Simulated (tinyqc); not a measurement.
Gate-all-around wire with two subbands, quantum capacitance: two steps of the calculation.

phi is the Fermi level above the lowest subband edge, in volts; Vg is counted from the gate voltage at which an empty wire would have phi = 0. Both directions of motion are filled (equilibrium).

Inputs (values chosen for the exercise): temperature T = 300 K; relative permittivity of the gate insulator (close to silicon dioxide) eox = 3.9; insulator thickness tox = 20 nm; mass along the wire md = 0.2 m0; valley degeneracy gv = 4; second subband above the first E2 = 0.21 eV; orbital degeneracy of the second subband g2 = 1; radius of the wire rw = 4.5 nm.

Constants: q = 1.602176634e-19 C, kB = 1.380649e-23 J/K, hbar = 1.054571817e-34 J s, m0 = 9.1093837015e-31 kg, Vt = kB T/q, eps0 = 8.8541878128e-14 F/cm where lengths are in cm. Results are converted to the units shown.

Task 1. Gate capacitance. Cox = 2 pi eps0 eox/ln(1 + tox/rw) per length.

Find: Cox.

Result 1.

Cox = 1.280 pF/cm

Task 2. Charge and capacitances at the solution. N1 = gv sqrt(2 md m0 kB T/(pi hbar^2)); n1 = N1 F(phi/Vt), n2 = g2 N1 F((phi - E2)/Vt), n = n1 + n2, F(e) = (1/sqrt(pi)) int_0^infinity u^(-1/2) du/(1 + exp(u - e)); Cq = q dn/dphi = (q N1/Vt) [F'(phi/Vt) + g2 F'((phi - E2)/Vt)]. 1/C_G = 1/Cox + 1/(Cq); dphi/dVg = Cox/(Cox + Cq).

converged phi = -0.023101158 V
Cox = 1.2803453 pF/cm

Find: n; Cq; C_G; dphi/dVg.

Result 2.

n = 2.6619e6 cm^-1
Cq = 13.025 pF/cm
C_G = 1.1658 pF/cm
dphi/dVg = 0.089500

Cq is 10.2 times Cox, so C_G is 91.0 % of Cox.

Numbers from tinyqc (`OMP_NUM_THREADS=1 python tinyqc.py 2200010 2200011 out.jsonl`; about 0.01 s on one thread of a shared Intel Xeon 2.30GHz).
